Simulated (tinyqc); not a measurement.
# Worked calculation: gated two-dimensional channel with two bands, quantum capacitance

Computed by the program tinyqc: `OMP_NUM_THREADS=1 python tinyqc.py 2200059 2200060 out.jsonl`, one thread of a shared Intel Xeon 2.30GHz, about 0.01 s for the whole run. Printed values are rounded.

phi is the Fermi level above the lowest band edge, in volts; Vg is counted from the gate voltage at which an empty channel would have phi = 0. The channel has no thickness; trap charge is -q Dit phi.

Inputs (values chosen for the exercise); lowest band close to that of monolayer WSe2: temperature T = 150 K; relative permittivity of the gate insulator (close to silicon dioxide) eox = 3.9; insulator thickness tox = 1.9 nm; in-plane mass md = 0.338 m0; valley degeneracy gv = 2; in-plane mass of a second band, chosen freely m2 = 0.43 m0; valley degeneracy of that band, chosen freely g2 = 2; second band edge above the first E2 = 0.25 eV; density of traps Dit = 8.3e11 cm^-2 eV^-1; gate voltage Vg = 0.39 V.

Constants: q = 1.602176634e-19 C, kB = 1.380649e-23 J/K, hbar = 1.054571817e-34 J s, m0 = 9.1093837015e-31 kg, Vt = kB T/q, eps0 = 8.8541878128e-14 F/cm where lengths are in cm. Results are converted to the units shown.

## Gate capacitance

Cox = eps0 eox/tox.

Cox = 1.817439 uF/cm^2

## Starting value

phi = 0.01 V.

phi at the start = 0.01 V

## Iteration 1: new phi

D1 = gv md m0 q/(pi hbar^2), D2 = g2 m2 m0 q/(pi hbar^2) per eV; n1 = D1 Vt ln(1 + exp(phi/Vt)), n2 = D2 Vt ln(1 + exp((phi - E2)/Vt)), n = n1 + n2; Cq = q dn/dphi = q [D1/(1 + exp(-phi/Vt)) + D2/(1 + exp((E2 - phi)/Vt))]. Newton: f = phi + q (n + Dit phi)/Cox - Vg, phi(new) = phi - f/(1 + (Cq + q Dit)/Cox).

n1 = 4.208538e12 cm^-2
n2 = 40106.49 cm^-2
Cq = 30.96029 uF/cm^2
f = -0.008261486 V
phi after iteration 1 = 0.01045623 V

## Iteration 2: new phi

As before.

n1 = 4.297188e12 cm^-2
n2 = 41547.34 cm^-2
Cq = 31.30300 uF/cm^2
f = 4.310993e-5 V
phi after iteration 2 = 0.01045387 V

## Course of the iteration

Stop when the step is below 1e-10 V, or after 40 iterations.

Course of the iteration:
```
iteration,phi before the step (V),step (V)
1,0.01,4.56e-4
2,0.01045623,-2.36e-6
3,0.01045387,-6.23e-11
```

Converged in 3 iterations.

## Charge and capacitances at the solution

converged phi = 0.01045387 V

D1 = gv md m0 q/(pi hbar^2), D2 = g2 m2 m0 q/(pi hbar^2) per eV; n1 = D1 Vt ln(1 + exp(phi/Vt)), n2 = D2 Vt ln(1 + exp((phi - E2)/Vt)), n = n1 + n2; Cq = q dn/dphi = q [D1/(1 + exp(-phi/Vt)) + D2/(1 + exp((E2 - phi)/Vt))]. 1/C_G = 1/Cox + 1/(Cq + q Dit); dphi/dVg = Cox/(Cox + Cq + q Dit).

n = 4.296727e12 cm^-2
Cq = 31.30124 uF/cm^2
C_G = 1.718103 uF/cm^2
dphi/dVg = 0.05465708

C_G is 94.5 % of Cox; 2.68 % of the gate voltage has gone into phi.
